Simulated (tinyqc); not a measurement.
X-ray reflectivity of a thin film on silicon: critical angles, Parratt recursion, fringes and roughness: one step, computed by the program tinyqc.

n = 1 - delta + i beta; the classical electron radius is r_e = 2.8179403e-6 nm. Layer 0 is vacuum, 1 the film, 2 the substrate.

Problem. Fringe period, contrast and decay. Far above the critical angle the period is d theta = lambda/(2 d), or 2 pi/d in q; the envelope runs between (|r_01| - |r_12 p|)^2 and (|r_01| + |r_12 p|)^2; contrast = 2 a b/(a^2 + b^2) with a = |r_01|, b = |r_12 p|; roughness factors on the amplitudes are about exp(-q^2 sigma^2/2).

Inputs (values chosen for the exercise, modelled on Si3N4 on silicon, copper K-alpha radiation): wavelength lambda = 0.15406 nm; film thickness d = 16.9 nm; roughness of the surface sigma_1 = 0.49 nm; roughness of the interface sigma_2 = 0.65 nm.

1000 r_01 = 2.504523-0.040769i

1000 r_12 = -0.2270588-0.0050622i

p = -0.9862315+0.1187580i

q = 4 pi sin(theta)/lambda = 2.434047 1/nm

Give: period in theta; period in q; contrast; roughness factor, surface; roughness factor, interface.

Solution.

period in theta = 0.2612 degrees

period in q = 0.3718 1/nm

contrast = 0.1787

roughness factor, surface = 0.4910

roughness factor, interface = 0.2861
